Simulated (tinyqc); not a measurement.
Closing the gap: two-band tight binding of a puckered layer.

With X = kx ax/2 and Y = ky ay/2: h = t2 + 2 cos(Y) (t1 exp(iX) + t3 exp(-iX)) + t5 exp(2iX), d = 4 t4 cos(X) cos(Y), H = [[d, h], [h*, d]], E = d -/+ |h|.

Constants: hbar^2/2m0 = 3.80998211 eV angstrom^2.

Values chosen for the exercise (near a published set for monolayer black phosphorus; shifted at random, so the results belong to these values and not to a real crystal): ax = 4.57 angstrom (period along x (armchair)); ay = 3.35 angstrom (period along y (zigzag)); t1 = -1.214 eV (along the zigzag); t3 = -0.215 eV (second in the sheet); t4 = -0.106 eV (same sublattice); t5 = -0.05 eV (far across).

t2 is lowered; h0 = t2 + 2 t1 + 2 t3 + t5, c = hbar^2/2m0. For h0 > 0 the gap is 2 h0 at Gamma. For h0 < 0 the bands touch at kx = 0, cos(Y) = -(t2 + t5)/(2 (t1 + t3)).

Against t2:

| t2 (eV) | h0 (eV) | gap (eV) | electron mass along x (m0) | ky of the nodes (1/angstrom) |
|---|---|---|---|---|
| 3.8 | 0.892 | 1.784 | 0.1734 | - |
| 3.6 | 0.692 | 1.384 | 0.1483 | - |
| 3.4 | 0.492 | 0.984 | 0.1174 | - |
| 3.2 | 0.292 | 0.584 | 0.0786 | - |
| 3.0 | 0.092 | 0.184 | 0.0284 | - |
| 2.8 | -0.108 | 0.000 | - | 0.1646 |
| 2.6 | -0.308 | 0.000 | - | 0.2797 |
| 2.4 | -0.508 | 0.000 | - | 0.3615 |

What can be read from this table?

The gap closes at t2 = 2.908 eV. On the way the mass along x falls with the gap and tends to 2 c h0/chi^2 as it closes, while that along y stays. Beyond it two Dirac nodes move apart along the zigzag direction, to ky = +/-0.361 1/angstrom in the last row. The mass formula is c/(ex + gx + chi^2/(2 h0)) with chi = ax (t1 - t3 + t5), gx = -ax^2 ((t1 + t3)/4 + t5/2), ex = -t4 ax^2/2.

Run: tinyqc, `OMP_NUM_THREADS=1 python tinyqc.py 1451321 1451322 out.jsonl`; Intel(R) Xeon(R) Processor @ 2.30GHz, one thread, shared host; about 0.01 s of CPU time with all checks.
